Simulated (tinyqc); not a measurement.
n-type polysilicon, carrier trapping at grain boundaries: one step of the calculation.

One-dimensional grains of size Lg, uniform ionised doping N, monovalent traps Qt at each boundary at a depth Et below (for electrons) or above (for holes) the band edge there, abrupt depletion of width W on each side of a boundary, Boltzmann statistics. xi is the distance from the band edge at the grain centre to the Fermi level. Trapped charge Qt/(1 + exp((xi + VB - Et)/Vt)) = 2 N W, barrier VB = q N W^2/(2 eps0 eps_r).

Task. New W. Partly depleted grain, xi = Vt ln(NB/N): f = 1/(1 + exp((xi + VB - Et)/Vt)), g = Qt f - 2 N W, g' = -2 Qt f (1 - f) VB/(W Vt) - 2 N, W(new) = W - g/g'.

Values chosen for this exercise; values of the order met in polycrystalline silicon:
- T = 350 K (temperature)
- eps_r = 11.7 (relative permittivity)
- NB = 3.53e19 cm^-3 (conduction-band density of states at T)
- Qt = 5.1e11 cm^-2 (trap density of a grain boundary)
- Et = 0.37 eV (depth of the trap level from the majority band edge at the boundary)
- N = 1.8e17 cm^-3 (doping)

Constants: q = 1.602176634e-19 C, kB = 1.380649e-23 J/K, Vt = kB T/q, eps0 = 8.8541878128e-14 F/cm where lengths are in cm. Results are converted to the units shown.

W at the start = 11 nm

Wanted: VB; f; g; g'; W after iteration 1.

Result.

VB = 0.01684 V
f = 0.9984
g = 1.132e11 cm^-2
g' = -3.608e10 cm^-2/nm
W after iteration 1 = 14.14 nm

tinyqc, about 0.01 s, one thread, Intel Xeon 2.30GHz (shared host): `OMP_NUM_THREADS=1 python tinyqc.py 2830181 2830182 out.jsonl`
